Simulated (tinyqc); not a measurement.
Rutherford backscattering from a thin compound film on silicon: kinematics, yields, composition and thickness: one step, computed by the program tinyqc.

Singly charged helium ions (Z1 = 2, M1 = 4.0026 u) enter at the tilt angle a1 to the normal and leave at a2 = |180 - theta - tilt| in the same plane. The film is A B_x.

Problem. Peak widths (surface approximation). Stopping per atom eps(E) = eps(2 MeV) (E/2 MeV)^(-0.4) (a law chosen for the exercise); Bragg rule eps_film = (eps_A + x eps_B)/(1 + x); areal density N d, with 1/nm^2 = 0.1 x 1e15/cm^2. Width of the signal of element i: [K_i eps(E0)/cos a1 + eps(K_i E0)/cos a2] N d; depth resolution = resolution x d/width of A; energy lost on the way in = eps(E0) N d/cos a1.

Inputs (values chosen for the exercise, modelled on a helium beam on NiSi): beam energy E0 = 2.1 MeV; scattering angle theta = 160 degrees; tilt of the sample = 60 degrees; heavy element: stopping eps_A at 2 MeV = 70.8 1e-15 eV cm^2; light element: mass M_B = 28.09 u; light element: stopping eps_B at 2 MeV = 49.6 1e-15 eV cm^2; atoms of B per atom of A, x = 0.921; atomic density of the film = 79.4 1/nm^3; film thickness d = 110 nm; detector resolution (FWHM) = 13 keV.

kinematic factors: A 0.7672459, B 0.5731108, Si 0.5731108

Give: areal density N d; film stopping at E0; widths; depth resolution; energy lost on the way in.

Solution.

areal density N d = 873.4 1e15 atoms/cm^2

film stopping at E0 = 59.46 1e-15 eV cm^2

widths (keV): A 155.1, B 144.2

depth resolution = 9.222 nm

energy lost on the way in = 103.9 keV

The signal of A spans 11.9 resolution widths, so its width measures the thickness. Caution: the silicon signal of the film merges with that of the substrate, so only the width of A can be read directly.
